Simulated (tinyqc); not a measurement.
Photoconductance decay in a wafer: bulk and surface recombination modes, and iron detection by pair splitting: one step, computed by the program tinyqc.

Both faces of the wafer have the same S; injection is low and all coefficients are constant. x runs from -W/2 to W/2.

Task: Effective lifetime. Even modes cos(a x) obey b tan b = S W/(2 D) with b = a W/2, odd modes sin(a x) obey -b cot b = S W/(2 D); each decays at the rate 1/tau_b + D a^2. tau_eff is the decay time of the first mode. The surface time is 1/(D a^2) of that mode; shortcuts for it are W/(2 S), W^2/(pi^2 D) and their sum, whose error is sum/surface time - 1.

Inputs (values chosen for the exercise, modelled on p-type silicon):
```
quantity                          value         unit
thickness W                         525   micrometre
diffusivity D                      25.1       cm^2/s
bulk lifetime tau_b without iron    120  microsecond
surface recombination velocity S     28         cm/s
```

Give: tau_eff; surface time; W/(2 S); W^2/(pi^2 D); error of the sum; tau_eff/tau_b.

Result:

tau_eff = 106.50 microsecond

surface time = 946.67 microsecond

W/(2 S) = 937.5 microsecond

W^2/(pi^2 D) = 11.126 microsecond

error of the sum = 0.20678 %

tau_eff/tau_b = 0.88750

The surfaces are slow against diffusion, so W/(2 S) is the larger part. tau_eff is within 11 % of tau_b.
